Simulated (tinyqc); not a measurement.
# Haynes-Shockley experiment: what a collector records, against the lifetime

A sheet injected at x = 0, t = 0 gives at x = L the signal n(t) = N0 exp(-t/tau - (L - v t)^2/(4 D t))/sqrt(4 pi D t), D = mu Vt, v = mu F. Its peak lies at tp = [-D + sqrt(D^2 + u^2 L^2)]/u^2, u^2 = v^2 + 4 D/tau; dt is the full width at half height. Simple readings: mobility L/(F tp), diffusion coefficient (L dt/tp)^2/(16 ln 2 tp). Area v times the integral of n over N0: (v/u) exp(L (v - u)/(2 D)).

Inputs (values chosen for the exercise): temperature T = 300 K; minority-carrier mobility mu = 1350 cm^2/(V s); sweep field along the drift F = 11 V/cm; distance from injector to collector L = 490 um.

Constants: q = 1.602176634e-19 C, kB = 1.380649e-23 J/K, Vt = kB T/q. Results are converted to the units shown.

The same in every row: L/v (us) = 3.300.

Haynes-Shockley experiment: what a collector records, against the lifetime:
```
tau (s)  tp (us)  dt (us)  apparent mobility (cm^2/(V s))  apparent D (cm^2/s)      area  exp(-L/(v tau))
4e-7       1.993    1.159                            2235                36.71  0.001111         2.615e-4
9e-7       2.437    1.576                            1828                37.15   0.03183          0.02557
2e-6       2.758    1.906                            1615                37.47    0.1875           0.1921
5e-6       2.971    2.137                            1499                37.69    0.4966           0.5169
1e-5       3.055    2.230                            1458                37.77    0.7008           0.7189
3e-5       3.114    2.297                            1430                37.83    0.8870           0.8958
6e-5       3.130    2.315                            1423                37.85    0.9417           0.9465
0.0001     3.136    2.322                            1421                37.86    0.9645           0.9675
```

True values: mu = 1350 cm^2/(V s), D = 34.9 cm^2/s. The apparent mobility is 66 % above the true one in the first row and 5.2 % above it in the last, and the apparent D 5.2 % above and 8.5 % above D. The peak always comes before L/v, since spreading and decay both weigh down the later part of the signal; the shift is 40 % and 5.0 % in these rows.

Numbers from tinyqc (`OMP_NUM_THREADS=1 python tinyqc.py 2310014 2310015 out.jsonl`; about 0.01 s on one thread of a shared Intel Xeon 2.30GHz).
